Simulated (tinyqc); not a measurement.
Plane-wave Kohn-Sham cycle with exchange-only LDA in a layered model solid, step by step. One step of it, computed by the program tinyqc.

Task: Iteration 1: potential. V_H(G) = 4 pi rho(G)/G^2 for G != 0 (uniform background); v_x = -(3 rho/pi)^(1/3); V = V_ext + V_H + v_x; Fourier components f(G_m) = (1/N) sum_j f(x_j) exp(-i G_m x_j).

A solid whose potential varies along x alone (atomic units):
```
parameter,value
period a,13.600000
cross-section of the cell,20.000000
electrons per cell,4
grid points,16
"plane waves -n..n, n",2
k points,4
V1 in V1 cos(2 pi x/a),-0.590000
V2 in V2 cos(4 pi x/a),-0.150000
```

density at the start, on the grid x_j = j a/N (e/bohr^3): 0.01470588  0.01470588  0.01470588  0.01470588  0.01470588  0.01470588  0.01470588  0.01470588  0.01470588  0.01470588  0.01470588  0.01470588  0.01470588  0.01470588  0.01470588  0.01470588

Give: Potentials on the grid; V(G_m), m = 0, 1, 2, ....

Result:

Potentials on the grid (hartree):
```
x,V_ext,V_H,v_x,V
0.000,-0.740,0.000,-0.241,-0.981
0.850,-0.651,0.000,-0.241,-0.892
1.700,-0.417,0.000,-0.241,-0.658
2.550,-0.120,0.000,-0.241,-0.361
3.400,0.150,0.000,-0.241,-0.091
4.250,0.332,0.000,-0.241,0.091
5.100,0.417,0.000,-0.241,0.176
5.950,0.439,0.000,-0.241,0.198
6.800,0.440,0.000,-0.241,0.199
7.650,0.439,0.000,-0.241,0.198
8.500,0.417,0.000,-0.241,0.176
9.350,0.332,0.000,-0.241,0.091
10.200,0.150,0.000,-0.241,-0.091
11.050,-0.120,0.000,-0.241,-0.361
11.900,-0.417,0.000,-0.241,-0.658
12.750,-0.651,0.000,-0.241,-0.892
```

V(G_m), m = 0, 1, 2, ... (hartree): -0.241  -0.295  -0.075  0.000  0.000
